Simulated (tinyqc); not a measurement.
Interface traps from C-V curves, high-low and Terman methods: two steps of the calculation.

MOS capacitor on an n-type substrate; psi is the band bending, negative in depletion; only majority carriers are counted. At the bending psi the Fermi level lies y = xi - psi below the conduction edge at the surface, xi = Vt ln(Nc/Nd). Dit(y) = D0 + D1 exp(-y/E1); traps fill up to the Fermi level, follow the bias and a slow signal, and do not follow a fast one. V is the gate voltage from flat band.

Constants: q = 1.602176634e-19 C. Results are converted to the units shown.

Question 1. High-low extraction. q Dit = (1/C_LF - 1/Cox)^(-1) - (1/C_HF - 1/Cox)^(-1) at each point.

```
point,C_HF (nF/cm^2),C_LF (nF/cm^2)
0,52.905825,65.777656
1,57.426094,70.998020
2,63.409206,78.470762
3,71.889661,89.941945
4,85.371909,109.05795
5,112.55124,145.41236
6,216.94838,252.30033
```

Cox = 627.84241 nF/cm^2

Give: Dit by high-low.

Answer 1.

```
point,Dit by high-low (cm^-2 eV^-1)
0,9.8000e10
1,1.0513e11
2,1.1950e11
3,1.4852e11
4,2.0707e11
5,3.2523e11
6,5.6366e11
```

Question 2. Terman extraction. psi at each point follows from C_HF and the ideal curve. Dit = (Cox/q) d(V - V0)/dpsi by central differences over the two neighbours.

```
point,psi (V),V0 (V),V (V)
0,-0.70000000,-0.82565651,-0.86433004
1,-0.58766667,-0.70252201,-0.73829600
2,-0.47533333,-0.57826021,-0.61083849
3,-0.36300000,-0.45242110,-0.48120606
4,-0.25066667,-0.32413996,-0.34792563
5,-0.13833333,-0.19125446,-0.20760723
6,-0.02600000,-0.04305515,-0.04706414
```

Cox = 627.84241 nF/cm^2

Find: Dit by Terman.

Answer 2.

Dit by Terman, point 1 to 5 (cm^-2 eV^-1): [1.0631e11, 1.2190e11, 1.5336e11, 2.1684e11, 3.4495e11]

The differences overstate the curved tail; the largest error is 6.1 %, at point 5.

Computed by the program tinyqc: `OMP_NUM_THREADS=1 python tinyqc.py 2030171 2030172 out.jsonl`, one thread of a shared Intel Xeon 2.30GHz, about 0.01 s for the whole run.
